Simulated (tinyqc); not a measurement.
BHZ model on a square lattice (one spin block), step by step. Values are carried at full precision from step to step, so a last printed digit may differ when a step is redone from the rounded ones.

h(k) = e0 + d.s with s the Pauli matrices in the basis (E, H), k in units of 1/a: dx = (A/a) sin kx, dy = (A/a) sin ky, dz = M - (2B/a^2)(2 - cos kx - cos ky), e0 = -(2D/a^2)(2 - cos kx - cos ky). The other spin block is h*(-k). For small k this is the continuum model with dz = M - B k^2.

Values chosen for the exercise (of the size used for HgTe wells; the results hold for these values, not for the real material): A = 3.59 eV angstrom; B = -66.1 eV angstrom^2; D = -51.9 eV angstrom^2; M = 0.0249 eV (mass term); a = 20 angstrom (grid spacing); k = (0.2, 0.48) 1/a (wave vector); nk = 32 (points along kx).

## One k point

Form e0, d and E = e0 -/+ |d|.

e0 = 34.498 meV

dx, dy, dz (meV): 35.661  82.889  68.836

levels (meV): -78.996  147.991

## Signs of dz at the four invariant points

dz = M, M - 4B/a^2 (twice), M - 8B/a^2 at (0,0), (pi,0), (0,pi), (pi,pi). The product of the signs is (-1)^nu. C = (s00 - s0p - sp0 + spp)/2 is the Chern number of the lower band of this block, in the sense Omega = curl of i<u|grad u>.

dz (meV): (0,0) 24.90, (pi,0) 685.90, (0,pi) 685.90, (pi,pi) 1346.90

nu (Z2 index) = 0
C = 0

M/B < 0: no inversion, a trivial insulator.

## Wilson loop

For each ky: x = -(1/2 pi) arg of the product of <u_j|u_(j+1)> over nk points kx = 2 pi j/nk of the lower band, folded into (-1/2, 1/2]. x is the centre of the hybrid Wannier function; minus its winding over ky from -pi to pi (followed on 61 points) is C.

Centres:

| ky | x (a) |
|---|---|
| -3.142 | 0.0000 |
| -1.500 | 0.0112 |
| -0.700 | 0.0426 |
| -0.350 | 0.0715 |
| -0.150 | 0.0714 |
| 0.000 | 0.0000 |
| 0.150 | -0.0714 |
| 0.350 | -0.0715 |
| 0.700 | -0.0426 |
| 1.500 | -0.0112 |
| 3.142 | 0.0000 |

C from the winding = 0

The centre returns without winding, moving at most 0.071 of a cell on these rows.

## Checks

- Chern number from the winding against the sign formula: both 0.

Computed by tinyqc, a small Python program: `OMP_NUM_THREADS=1 python tinyqc.py 1480935 1480936 out.jsonl` (the numbers bound the seed that draws the inputs); one thread of a shared host (Intel(R) Xeon(R) Processor @ 2.30GHz), about 0.06 s for the whole set of steps.
